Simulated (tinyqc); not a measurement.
Capacitances against the line height.

Endless row of lines of width wl, height tl and space sl between grounded planes at distance hd; e2 fills the gaps beside the lines, e1 the rest. Laplace's equation is solved on meshes of 3, 6 and 12 steps per unit u and extrapolated (Aitken), which is good to about 0.2 %. C_even (all lines at 1 V) is the capacitance Cg to the planes; C_odd (neighbours in antiphase) = Cg + 4 Cc if only nearest neighbours couple, which defines Cc; total with quiet neighbours Cg + 2 Cc. Plate values 2 eps0 e1 wl/hd and eps0 e2 tl/sl.

Values chosen for this exercise: relative permittivity above and below the lines e1 = 2.7; relative permittivity between the lines e2 = 3.9; line width, in units u wl = 4 u; space between lines sl = 4 u; distance to each plane hd = 8 u.

Constants: eps0 = 8.8541878128e-12 F/m. Results are converted to the units shown.

The same in every row: plate Cg (aF/um) = 23.9.

Capacitances against the line height:

| tl (u) | Cg (aF/um) | Cc (aF/um) | Cg + 2 Cc (aF/um) | C_odd (aF/um) | plate Cc (aF/um) | share of coupling, 2 Cc/(Cg + 2 Cc) (%) |
|---|---|---|---|---|---|---|
| 2 | 45.9 | 31.1 | 108 | 170 | 17.3 | 57.6 |
| 4 | 46.2 | 48.3 | 143 | 239 | 34.5 | 67.6 |
| 6 | 46.3 | 65.6 | 177 | 309 | 51.8 | 73.9 |
| 8 | 46.3 | 82.8 | 212 | 378 | 69.1 | 78.2 |
| 12 | 46.3 | 117 | 281 | 516 | 104 | 83.5 |
| 16 | 46.3 | 152 | 350 | 654 | 138 | 86.8 |

As tl goes from 2 to 16, Cg rises from 45.9 to 46.3 aF/um, Cc rises from 31.1 to 152 aF/um and the share of coupling rises from 57.6 to 86.8 %. Cg is 1.92 times its plate value in the first row and 1.94 times in the last; for Cc the ratios are 1.80 and 1.10. Neighbours in antiphase raise the load by a factor of 1.58 and 1.87 over quiet ones. In every row the planes are farther than 0.8 of the pitch, so second neighbours couple too and Cg + 2 Cc understates the quiet load by a per cent or more.

tinyqc, about 0.5 s, one thread, Intel Xeon 2.30GHz (shared host): `OMP_NUM_THREADS=1 python tinyqc.py 2790163 2790164 out.jsonl`
